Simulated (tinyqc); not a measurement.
On-chip power grid, static voltage drop by conjugate gradients: one step of the calculation.

A grid of 3 rows and 4 columns, node k = 4 row + column. Neighbours in a row are joined by Rx, in a column by Ry; pad nodes, which reach the supply through Rp: 0. Each node draws I0, node 5 draws kh I0. The drops u = Vdd - V solve G u = i, with G the conductance matrix (1/Rp added on the diagonal at pad nodes).

Task. Conjugate-gradient step. q = G p; a = (r.r)/(p.q); u(new) = u + a p; r(new) = r - a q; b = (r.r)(new)/(r.r); p(new) = r(new) + b p.

Values chosen for this exercise: resistance of a horizontal segment Rx = 0.22 ohm; resistance of a vertical segment Ry = 0.79 ohm; resistance from a pad node to the supply Rp = 0.053 ohm.

u after iteration 1 (mV):
```
           col 0      col 1      col 2      col 3
row 0  0.2109078  0.2109078  0.2109078  0.2109078
row 1  0.2109078  1.0545392  0.2109078  0.2109078
row 2  0.2109078  0.2109078  0.2109078  0.2109078
```

r after iteration 1 (mA):
```
            col 0       col 1      col 2      col 3
row 0  -2.7793932   2.2678878  1.2000000  1.2000000
row 1   5.0346880  -3.8051517  5.0346880  1.2000000
row 2   1.2000000   2.2678878  1.2000000  1.2000000
```

p after iteration 1 (mA):
```
            col 0      col 1      col 2      col 3
row 0  -0.6537682  4.3935129  3.3256251  3.3256251
row 1   7.1603131  6.8229737  7.1603131  3.3256251
row 2   3.3256251  4.3935129  3.3256251  3.3256251
```

Find: q; a; u after iteration 2; r after iteration 2; b; p after iteration 2.

Result.

q (mA S):
```
        col 0  col 1  col 2   col 3
row 0  -45.17  24.72  -9.71    0.00
row 1   16.28   3.08  28.67  -17.43
row 2   -9.71   6.63  -9.71    0.00
```

a = 0.2584 ohm

u after iteration 2 (mV):
```
       col 0  col 1  col 2  col 3
row 0  0.042  1.346  1.070  1.070
row 1  2.061  2.818  2.061  1.070
row 2  1.070  1.346  1.070  1.070
```

r after iteration 2 (mA):
```
       col 0   col 1   col 2  col 3
row 0  8.892  -4.120   3.709  1.200
row 1  0.828  -4.602  -2.374  5.704
row 2  3.709   0.554   3.709  1.200
```

b = 2.184

p after iteration 2 (mA):
```
       col 0  col 1  col 2  col 3
row 0   7.46   5.47  10.97   8.46
row 1  16.47  10.30  13.26  12.97
row 2  10.97  10.15  10.97   8.46
```

tinyqc, about 0.1 s, one thread, Intel Xeon 2.30GHz (shared host): `OMP_NUM_THREADS=1 python tinyqc.py 2770107 2770108 out.jsonl`
